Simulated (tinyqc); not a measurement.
Band edges of strained Si(1-x)Ge(x) on relaxed Si(1-y)Ge(y): sweeps and comparisons. A value that a table varies takes the place of the one given here.

Values are linear in the Ge fraction but for ED(x) = linear - CD x (1 - x) and a(x) = linear - Ca x (1 - x). Energies are on the common scale of Ev.

Coherent growth on a (001) face: e_par = (a(y) - a(x))/a(x), e_perp = -2 (C12/C11) e_par; exx = eyy = e_par, ezz = e_perp, no shear.

A valley with unit axis u lies at Ev + gap + (av + a_valley) tr(e) + Xu (u.e.u - tr(e)/3); the Delta axes are x, y, z and the L axes [111], [1-1-1], [-11-1], [-1-11]. The second-order shift of the Delta valleys under shear is left out; it lowers the pair normal to the sheared plane by tens of meV at a shear of 1 %.

Valence edges: Ev plus the levels of the 6 x 6 matrix of X, Y, Z times spin with -Dso/3 + l exx + m (eyy + ezz) on the diagonal (cyclic), n exy off it, l = av + 2 b, m = av - b, n = sqrt(3) d. Spin-orbit term (Dso/3) L.sigma on X, Y, Z with (L_k)_ij = -i epsilon_kij: <X+|H|Y+> = -i Dso/3, <X+|H|Z-> = Dso/3, <Y+|H|Z-> = -i Dso/3, <Z+|H|X-> = -Dso/3, <Z+|H|Y-> = i Dso/3, <X-|H|Y-> = i Dso/3, and their conjugates; + and - are the spin along z.

Coherent growth: e_par = (a(y) - a(x))/a(x). (001): e_perp = -2 (C12/C11) e_par; exx = eyy = e_par, ezz = e_perp, no shear. (111): e_perp = -(2 C11 + 4 C12 - 4 C44)/(C11 + 2 C12 + 4 C44) e_par; exx = eyy = ezz = (2 e_par + e_perp)/3 and exy = eyz = ezx = (e_perp - e_par)/3. (110): e_perp = -(C11 + 3 C12 - 2 C44)/(C11 + C12 + 2 C44) e_par; exx = eyy = (e_par + e_perp)/2, ezz = e_par, exy = (e_perp - e_par)/2, eyz = ezx = 0.

Inputs chosen for the exercise (end members near Si and Ge, in this order; shifted at random, so the results belong to these values and not to a real crystal): a = (5.434, 5.659) angstrom (lattice constant); Dso = (0.044, 0.294) eV (spin-orbit splitting); av = (2.48, 1.25) eV (valence hydrostatic potential); b = (-2.13, -2.58) eV (tetragonal shear potential); d = (-4.79, -5.29) eV (trigonal shear potential); C11 = (165.2, 127.4) GPa; C12 = (63.2, 48) GPa; C44 = (79.2, 67.7) GPa; Ev = (0, 0.61) eV (top of the unstrained valence band); ED = (1.144, 0.925) eV (gap to the Delta valleys); EL = (2.041, 0.75) eV (gap to the L valleys); aD = (1.68, 1.18) eV (hydrostatic potential of the Delta gap); aL = (-3.07, -2.67) eV (hydrostatic potential of the L gap); XuD = (9.34, 9.6) eV (uniaxial potential, Delta); XuL = (16.72, 14.74) eV (uniaxial potential, L); CD = 0.235 eV (bowing of the Delta gap); Ca = 0.026 angstrom (bowing of the lattice constant); face = 001 (growth face); y = 0.75 (Ge fraction of the relaxed buffer); x = 1 (Ge fraction of the layer).

## Composition of the layer

The buffer is kept. dEc = Ec(buffer) - Ec(layer), dEv = Ev(layer) - Ev(buffer); buffer edges Ev(y) and Ev(y) + min(ED, EL). The digit behind Delta or L counts whole valleys.

Results:
```
x     e_par (%)  lowest valleys  gap (eV)  next valleys above (meV)  valence splitting (meV)  dEc (eV)  dEv (eV)
0.20       2.25          Delta2     0.707                       372                      239     0.351    -0.122
0.31       1.81          Delta2     0.743                       301                      189     0.298    -0.105
0.43       1.33          Delta2     0.789                       221                      134     0.230    -0.083
0.54       0.88          Delta2     0.836                       147                       85     0.159    -0.060
0.66       0.38          Delta2     0.892                        64                       35     0.072    -0.028
0.77      -0.09          Delta4     0.924                        14                        7    -0.003     0.014
0.89      -0.60          Delta4     0.857                        29                       48    -0.023     0.102
1.00      -1.08              L4     0.737                        63                       80     0.014     0.185
```

The gap is 0.707 eV in the first row and 0.737 eV in the last, with its largest listed value, 0.924 eV, at x = 0.77. The lowest valleys change: Delta2 to Delta4 between x = 0.66 and 0.77, Delta4 to L4 between x = 0.89 and 1.00. Per 0.1 of x the valence offset moves by +38 meV on average; the conduction offset lies between -23 and +351 meV, not monotonically. Both carriers sit on one side for x = 1.00, and on opposite sides elsewhere. Offsets below about 30 meV are within the spread of parameter sets, so those rows do not settle the type. Strains above 2 % can be kept only in layers of a few nanometres.

## Composition of the buffer

The layer is kept. dEc = Ec(buffer) - Ec(layer), dEv = Ev(layer) - Ev(buffer); buffer edges Ev(y) and Ev(y) + min(ED, EL). The digit behind Delta or L counts whole valleys.

Results:
```
y     e_par (%)  lowest valleys  gap (eV)  next valleys above (meV)  valence splitting (meV)  dEc (eV)  dEv (eV)
0.45      -2.30          Delta4     0.658                        64                      128    -0.074     0.404
0.53      -1.98          Delta4     0.695                        31                      119    -0.071     0.346
0.61      -1.66              L4     0.730                         2                      107    -0.063     0.287
0.69      -1.33              L4     0.734                        36                       93    -0.020     0.229
0.76      -1.04              L4     0.738                        67                       77     0.020     0.177
0.84      -0.70              L4     0.742                       102                       56     0.069     0.118
0.92      -0.35              L4     0.746                       138                       30     0.048     0.059
```

The gap is 0.658 eV in the first row and 0.746 eV in the last. The lowest valleys change: Delta4 to L4 between y = 0.53 and 0.61. Per 0.1 of y the valence offset moves by -73 meV on average; the conduction offset lies between -74 and +69 meV, not monotonically. Both carriers sit on one side for y = 0.76, 0.84 and 0.92, and on opposite sides elsewhere. Offsets below about 30 meV are within the spread of parameter sets, so those rows do not settle the type. Strains above 2 % can be kept only in layers of a few nanometres.

## The same layer on three faces

dEc = Ec(buffer) - Ec(layer), dEv = Ev(layer) - Ev(buffer); buffer edges Ev(y) and Ev(y) + min(ED, EL). The digit behind Delta or L counts whole valleys.

Results:
```
face   e_par (%)  lowest valleys  gap (eV)  next valleys above (meV)  valence splitting (meV)  dEc (eV)  dEv (eV)  Delta spread (meV)  L spread (meV)
(001)      -1.08              L4     0.737                        63                       80     0.014     0.185                 182               0
(111)      -1.08              L3     0.705                       155                       74     0.056     0.175                   0             192
(110)      -1.08              L2     0.673                       137                       76     0.086     0.177                  75             153
```

On (001) only the Delta valleys split (182 meV), on (111) only the L valleys (192 meV), on (110) both (75 and 153 meV). The lowest valleys are L4 on (001), L3 on (111) and L2 on (110); the smallest gap is 0.673 eV on (110) and the largest 0.737 eV on (001).

## What each parameter does

dEc = Ec(buffer) - Ec(layer), dEv = Ev(layer) - Ev(buffer); buffer edges Ev(y) and Ev(y) + min(ED, EL). Each row changes one parameter from the base and keeps the others.

Results:
```
case                       gap (eV)  valence splitting (meV)  dEc (eV)  dEv (eV)
base                         0.7371                     79.6    0.0141    0.1845
x = 0.97                     0.7777                     71.3   -0.0037    0.1617
y = 0.78                     0.7386                     72.2    0.0318    0.1625
CD = 0.285 eV                0.7371                     79.6    0.0047    0.1845
C12 = (72.68, 55.2) GPa      0.7307                     83.4    0.0158    0.1892
d = (-5.508, -6.084) eV      0.7371                     79.6    0.0141    0.1845
aD = (1.932, 1.357) eV       0.7371                     79.6    0.0141    0.1845
XuL = (19.228, 16.951) eV    0.7371                     79.6    0.0141    0.1845
b = (-2.449, -2.967) eV      0.7298                     88.3    0.0141    0.1919
```

The largest shifts from the base row, up to three for each result and ties (the steps differ in size, so this ranks the rows, not the parameters). gap (eV): x +0.0406, b -0.0073, C12 -0.0064; unchanged at the printed digits by CD, d, aD and XuL. valence splitting (meV): b +8.7, x -8.3, y -7.4; unchanged at the printed digits by CD, d, aD and XuL. dEc (eV): x -0.0178, y +0.0177, CD -0.0094; unchanged at the printed digits by d, aD, XuL and b. dEv (eV): x -0.0228, y -0.0221, b +0.0073; unchanged at the printed digits by CD, d, aD and XuL. The lowest valleys of the layer are L4, so among the conduction-band potentials only those of that family reach the gap and dEc; the buffer is unstrained. A shift large enough to swap the lowest family would change that.

Program tinyqc; command `OMP_NUM_THREADS=1 python tinyqc.py 1081593 1081594 out.jsonl`; about 0.02 s on one thread of a shared Intel(R) Xeon(R) Processor @ 2.30GHz.
